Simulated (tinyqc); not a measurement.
Lattice vibrations of a chain, step by step. One step of it, computed by the program tinyqc.

Problem. Frequencies. omega^2 are the eigenvalues; wavenumber = 521.4708 sqrt(eigenvalue) 1/cm.

D(q) (eV/(angstrom^2 u)):
```
                     1                    2
1             1.033040  -1.224785+0.375185i
2  -1.224785-0.375185i             1.790076
```

Give: eigenvalues; wavenumbers; weights |e|^2 of the mass-weighted modes.

Solution.

eigenvalues: 0.0758  2.7473

wavenumbers (1/cm): 143.6  864.3

weights |e|^2 of the mass-weighted modes:
```
        mode 1  mode 2
atom 1  0.6417  0.3583
atom 2  0.3583  0.6417
```
